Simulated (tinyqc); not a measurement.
Solute along a frozen bar: binary melting diagram from solution models of liquid and solid. Computed by tinyqc, a small Python program. Command: `OMP_NUM_THREADS=1 python tinyqc.py 3007547 3007548 out.jsonl melt walk`. One thread of a shared host (Intel(R) Xeon(R) Processor @ 2.30GHz), about 0.01 s of CPU time with the checks.

x is the fraction of B. In a phase with interaction L: mu_A = G_A + R T ln(1 - x) + L x^2, mu_B = G_B + R T ln x + L (1 - x)^2. Melting: G(liquid) - G(solid) = H (1 - T/T_m) for each pure component.

Inputs (values chosen for the exercise, modelled on Si-Ge):
```
quantity                  value    unit
melting point T_A          1687       K
melting point T_B          1211       K
heat of melting H_A        50.2  kJ/mol
heat of melting H_B        37.2  kJ/mol
liquid interaction L_L        6  kJ/mol
solid interaction L_S       3.6  kJ/mol
dilute content c0 of B   0.0061       -
growth number V delta/D    0.36       -
```

Diagram: complete solid solution (lens).

Constants: R = 8.314462618 J/(mol K).

Method. At T_A, k0 = exp[(dG_B(T_A) + L_L - L_S)/(R T_A)]; van 't Hoff: m_L = -R T_A^2 (1 - k0)/H_A per unit fraction. Burton-Prim-Slichter: k_eff = k0/[k0 + (1 - k0) exp(-V delta/D)]. Freezing range of c0: |m_L| c0 |1 - k0|/k0. For the solid at frozen fraction f, relative to c0. Lever rule: k0/[1 - (1 - k0) f]. Scheil (no diffusion in the solid, mixed liquid): k (1 - f)^(k - 1), with k0 and with k_eff. One zone pass with a zone a tenth of the bar long: 1 - (1 - k0) exp(-10 k0 f).

partition coefficient k0 = 0.418387

effective coefficient k_eff = 0.507650

Ratio c_s/c0:
```
f    lever rule  Scheil, k0  Scheil, k_eff  one zone pass
0.0     0.41839      0.4184         0.5076        0.41839
0.1     0.44422      0.4448         0.5347        0.61724
0.3     0.50682      0.5148         0.6051        0.83422
0.5     0.58995      0.6261         0.7141        0.92820
0.7     0.70570      0.8427         0.9183        0.96890
0.8     0.78246      1.0669         1.1212        0.97954
0.9     0.87795      1.5966         1.5773        0.98653
```

What follows from these numbers?

All but the k_eff column start at k0 = 0.418. At f = 0.9 Scheil gives 1.60 against 0.878 for the lever rule, since the solid keeps what it took and the last liquid is richer in B. Scheil passes c0 at f = 0.776. Last over first value: 3.82 with k0 and 3.11 with k_eff, so faster growth gives the more even bar.
